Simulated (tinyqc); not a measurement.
On-chip interconnect, size-dependent resistivity and RC delay: two steps of the calculation.

A rectangular line between two neighbours and two ground planes. Surface and grain-boundary scattering are added to the bulk resistivity as corrections; capacitances are parallel-plate values without fringing; inductance is ignored.

Inputs (values chosen for the exercise); metal values close to those of copper: bulk resistivity rho0 = 1.69 uohm cm; bulk mean free path lam = 40 nm; specular share of surface scattering ps = 0; reflection coefficient of grain boundaries Rg = 0.34; grain size over the metal width gr = 2; drawn line width wd = 96 nm; aspect ratio, height over width AR = 1.4; liner on both walls and the bottom, not conducting tl = 2.6 nm; space to the neighbouring lines sp = 190 nm; dielectric height to the planes above and below hd = 180 nm; relative permittivity of the dielectric ek = 3.9; Miller factor of the neighbours Mf = 0; driver resistance Rd = 3200 ohm; time step dt = 0.35 ps.

Constants: eps0 = 8.8541878128e-12 F/m. Results are converted to the units shown.

Task 1. Resistivity, resistance and capacitance per length. Metal width x = wd - 2 tl, height y = AR wd - tl; grain boundaries (Mayadas-Shatzkes): al = (lam/(gr x)) Rg/(1 - Rg), g = 1/[1 - 3 al/2 + 3 al^2 - 3 al^3 ln(1 + 1/al)] - 1; surfaces (Fuchs-Sondheimer, thick limit): s = (3/8) lam (1 - ps)(1/x + 1/y); rho = rho0 (1 + g + s); r = rho/(x y); c = eps0 ek (2 wd/hd + 2 Mf AR wd/sp).

Find: x; y; al; g; s; rho; r; c.

Result 1.

x = 90.800 nm
y = 131.80 nm
al = 0.11347
g = 0.16494
s = 0.27901
rho = 2.4403 uohm cm
r = 2.0391 ohm/um
c = 0.036833 fF/um

Task 2. Node voltages after a time step. A 1 V step is applied behind Rd at t = 0. C dv/dt = -G v + b, with G the conductance matrix of the ladder (1/Rs between neighbours, 1/Rd added at node 0) and b = (1 V/Rd, 0, ...). Trapezoidal step: (C/dt + G/2) v(new) = (C/dt - G/2) v + b.

Rs = 11.215011 ohm
C, node 0 to 4 (fF): [0.10129191, 0.20258382, 0.20258382, 0.20258382, 0.28129191]
v at t = 1 dt, node 0 to 4 (V): [0.11449648, 0.10863161, 0.10417708, 0.10107505, 0.09928526]

Find: v at t = 2 dt.

Result 2.

v at t = 2 dt, node 0 to 4 (V): [0.1967, 0.1972, 0.1974, 0.1975, 0.1975]

tinyqc, about 0.01 s, one thread, Intel Xeon 2.30GHz (shared host): `OMP_NUM_THREADS=1 python tinyqc.py 2100012 2100013 out.jsonl`
